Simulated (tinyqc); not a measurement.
Worked calculation: carrier lifetime from Shockley-Read-Hall, radiative, Auger and surface recombination. Computed by tinyqc, a small Python program that keeps every step. Command: `OMP_NUM_THREADS=1 python tinyqc.py 3007205 3007206 out.jsonl lifetime walk`. One thread of a shared host (Intel(R) Xeon(R) Processor @ 2.30GHz), about 0.02 s of CPU time with the checks. Intermediate numbers are printed to about 6 digits and carried at full precision; extremes and crossings named in words are read from the listed rows.

Energies are counted from the top of the valence band. Boltzmann statistics, full ionisation, and equal excess densities of electrons and holes.

Inputs (values chosen for the exercise, with bands modelled on CdS):
```
quantity                          value        unit
gap E_g                            2.53          eV
electron mass m_e                 0.204         m_0
valleys M_c                           1           -
hole mass m_h                     0.819         m_0
temperature T                       300           K
doping N                        1.3e+15       cm^-3
trap level E_t                     1.27          eV
trap density N_t                2.1e+11       cm^-3
electron cross-section sigma_n  4.2e-16        cm^2
hole cross-section sigma_p      3.1e-15        cm^2
radiative coefficient B         7.8e-11      cm^3/s
Auger coefficient C_n           5.4e-32      cm^6/s
Auger coefficient C_p           2.7e-31      cm^6/s
excess density dn               1.8e+16       cm^-3
generation rate G               1.7e+23  cm^-3 s^-1
diffusion coefficient D             9.6      cm^2/s
```

Doping: n-type. Surface term: none.

Constants: m_0 = 9.1093837015e-31 kg; k_B = 1.380649e-23 J/K; h = 6.62607015e-34 J s; k_B = 8.617333262e-05 eV/K.

## Equilibrium densities

N_c = 2 M_c (2 pi m_e k_B T/h^2)^(3/2) and N_v = 2 (2 pi m_h k_B T/h^2)^(3/2), masses in units of m_0. n_i = sqrt(N_c N_v) exp(-E_g/2 k_B T); majority density N/2 + sqrt(N^2/4 + n_i^2), minority density n_i^2 over it.

N_c = 2.31216e+18 cm^-3

N_v = 1.85994e+19 cm^-3

n_i = 0.00367869 cm^-3

n_0 = 1.30e+15 cm^-3

p_0 = 1.04098e-20 cm^-3

## Capture times and SRH densities

v = sqrt(3 k_B T/m) with m_e or m_h; tau_n0 = 1/(sigma_n v_n N_t), tau_p0 = 1/(sigma_p v_p N_t); n1 = N_c exp(-(E_g - E_t)/k_B T), p1 = N_v exp(-E_t/k_B T).

v_n = 2.58585e+07 cm/s

v_p = 1.29055e+07 cm/s

tau_n0 = 4.38458e-04 s

tau_p0 = 1.19026e-04 s

n1 = 0.00157380 cm^-3

p1 = 0.00859878 cm^-3

n1 and p1 are both far below the doping: the level acts as a deep recombination centre.

## Lifetimes at the given injection

With n = n_0 + dn, p = p_0 + dn and U/dn = 1/tau: (n p - n_i^2)/dn = n_0 + p_0 + dn = s; 1/tau_SRH = s/[tau_p0 (n + n1) + tau_n0 (p + p1)]; 1/tau_rad = B s; 1/tau_Aug = (C_n n + C_p p) s; the rates add. Radiative efficiency = tau_eff/tau_rad; effective diffusion length = sqrt(D tau_eff).

tau_SRH at dn = 5.27951e-04 s

tau_rad at dn = 6.64275e-07 s

tau_Aug at dn = 0.00877867 s

effective lifetime at dn = 6.63390e-07 s

radiative efficiency at dn = 0.998668

effective diffusion length at dn = 25.2360 micrometre

Radiative recombination carries 100 % of the rate; dn/N = 14 is high injection. Caution: beyond low injection D should be the ambipolar coefficient.

## Steady state under generation

dn solves dn/tau_eff(dn) = G (60 bisections in ln dn between 1e-2 and 1e22 cm^-3); the splitting of the quasi-Fermi levels is k_B T ln(n p/n_i^2).

steady excess density = 4.60234e+16 cm^-3

lifetime in the steady state = 2.70726e-07 s

quasi-Fermi splitting under G = 2.27431 eV

The splitting, an upper bound for e V_oc, is 90 % of the gap.

## Lifetime against injection

Rows stop below half the smaller effective density of states.

Lifetimes (s):
```
dn (cm^-3)          SRH    radiative        Auger    effective  radiative efficiency  fastest channel
1.00e+10    1.19030e-04  9.86186e-06  1.09571e+01  9.10729e-06              0.923486        radiative
1.00e+11    1.19060e-04  9.86117e-06  1.09518e+01  9.10689e-06              0.923509        radiative
1.00e+12    1.19363e-04  9.85435e-06  1.08990e+01  9.10284e-06              0.923738        radiative
1.00e+13    1.22373e-04  9.78665e-06  1.03943e+01  9.06193e-06              0.925948        radiative
1.00e+14    1.50345e-04  9.15751e-06  6.96185e+00  8.63174e-06              0.942586        radiative
1.00e+15    3.09660e-04  5.57414e-06  1.10295e+00  5.47554e-06              0.982313        radiative
1.00e+16    5.07042e-04  1.13456e-06  2.67342e-02  1.13198e-06              0.997725        radiative
1.00e+17    5.51857e-04  1.26560e-07  3.04022e-04  1.26478e-07              0.999355        radiative
1.00e+18    5.56915e-04  1.28039e-08  3.08174e-06  1.27506e-08              0.995840        radiative
```

tau_SRH goes from 1.19e-4 s at low injection (the minority capture time, 1.19e-4 s) to 5.57e-4 s in the last row; at high injection it tends to tau_n0 + tau_p0 = 5.57e-4 s. Ruling channel by row: radiative from 1e10 cm^-3.

## Where in the gap a trap does harm

Low injection: tau = [tau_p0 (n_0 + n1) + tau_n0 (p_0 + p1)]/(n_0 + p_0). Depleted region (n = p = 0): generation lifetime tau_g = (tau_p0 n1 + tau_n0 p1)/n_i. n1 = N_c exp(-(E_g - E_t)/k_B T), p1 = N_v exp(-E_t/k_B T).

The same trap at other energies:
```
E_t (eV)  SRH lifetime (s)  generation lifetime (s)
0.152            0.0176576              6.19791e+15
0.379            0.0001217              9.52387e+11
0.632            0.0001190              5.35304e+07
0.885            0.0001190              3.00876e+03
1.138            0.0001190              1.69112e-01
1.265            0.0001190              1.28553e-03
1.392            0.0001190              5.71615e-03
1.644            0.0001190              9.76837e+01
1.898            0.0001190              1.80648e+06
2.150            0.0001191              3.09206e+10
2.378            0.0007109              2.09160e+14
```

The SRH lifetime (other channels left aside) stays within 10 % of its least value, among these rows, from E_t = 0.379 to 2.15 eV. The generation lifetime has a sharp minimum, among these rows at 1.265 eV and exactly at 1.309 eV, where tau_p0 n1 = tau_n0 p1, since generation needs two thermal jumps and the larger one rules.

Checks made by the program: n1 p1 = n_i^2 (relative difference below 1e-10).
